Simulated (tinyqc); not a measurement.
# From one set of inputs to another, one input at a time

Model: chemically amplified photoresist: aerial image, acid generation, bake, development and line width. Computed by tinyqc, a small Python program. Command: `OMP_NUM_THREADS=1 python tinyqc.py 3028972 3028973 out.jsonl resist ladder`. One thread of a shared host (Intel(R) Xeon(R) Processor @ 2.30GHz), about 0.04 s of CPU time with the checks.

Lines and spaces of pitch p with a two-beam-like image; x = 0 is the middle of the bright space. The resist is positive and treated as uniform in depth.

The inputs printed are set A. Inputs not listed in the table keep their values of set A, so the rows need not describe a real material.

Inputs (values chosen for the exercise, for a model resist at 193 nm):

| quantity | value | unit |
|---|---|---|
| pitch p | 230 | nm |
| image contrast c | 0.81 | - |
| mean dose E | 8.91 | mJ/cm^2 |
| Dill parameter C | 0.02 | cm^2/mJ |
| quencher load q, relative to the acid generator | 0.1 | - |
| acid diffusivity D | 2 | nm^2/s |
| bake time t | 90 | s |
| amplification rate k_amp | 0.036 | 1/s |
| threshold protection m_th | 0.61 | - |
| development selectivity n | 5 | - |
| largest rate r_max | 1300 | nm/s |
| smallest rate r_min | 0.022 | nm/s |
| resist thickness d | 210 | nm |
| development time t_d | 45 | s |

Method:
- Dose E(x) = E [1 + c cos(2 pi x/p)]; acid h = 1 - exp(-C E(x)).
- Bake: the acid image is blurred by a Gaussian of variance sigma^2 = 2 D t (each Fourier term k of h, taken on 64 points, is multiplied by exp(-4 pi^2 k^2 D t/p^2)).
- Cosine coefficients: h(x) = sum_k h_k cos(2 pi k x/p).
- The quencher then removes q, h_eff = max(h_blurred - q, 0); protection m = exp(-k_amp t h_eff).
- Mack rate r = r_max (a + 1)(1 - m)^n/(a + (1 - m)^n) + r_min, a = ((n + 1)/(n - 1))(1 - m_th)^n.
- Edge: vertical development clears the film where r t_d >= d; the space width is twice the x where r = d/t_d.
- Dose sensitivity = d ln(width)/d ln E from widths at 1.005 E and E/1.005; image log-slope at the edge = |d ln E/dx|, normalised by the width (NILS); latitude for 10 % of width = 10 %/sensitivity.

Each row keeps all changes above it:

| input moved | from | to | space width (nm) | dose latitude (%) | blur factor of the first harmonic |
|---|---|---|---|---|---|
| set A | - | - | 126.05 | 13.789 | 0.87430 |
| bake time t (s) | 90 | 60 | 110.89 | 10.948 | 0.91434 |
| amplification rate k_amp (1/s) | 0.036 | 0.084 | 136.64 | 17.101 | 0.91434 |
| Dill parameter C (cm^2/mJ) | 0.02 | 0.019 | 132.47 | 16.009 | 0.91434 |
| mean dose E (mJ/cm^2) | 8.91 | 16.4 | 176.07 | 26.651 | 0.91434 |
| development time t_d (s) | 45 | 30 | 174.58 | 26.440 | 0.91434 |
| image contrast c | 0.81 | 0.85 | 170.82 | 28.685 | 0.91434 |
| acid diffusivity D (nm^2/s) | 2 | 0.15 | 166.40 | 32.270 | 0.99331 |

Which inputs carry the difference?

Space width goes from 126 to 166, a factor 1.32 in all. The largest single move comes from mean dose E (a factor 1.33), and bake time t works against it (a factor 0.880). Dose latitude goes from 13.8 to 32.3, a factor 2.34 in all. The largest single move comes from mean dose E (a factor 1.66), and bake time t works against it (a factor 0.794). Blur factor of the first harmonic goes from 0.874 to 0.993, a factor 1.14 in all. The largest single move comes from acid diffusivity D (a factor 1.09). The single moves hold for this order of the switches; the total does not depend on the order.

Caution (all rows): lateral development, standing waves and the joint diffusion of acid and quencher are left out, so widths are indicative.

Extremes, crossings and ranges named in words are read from the listed rows.
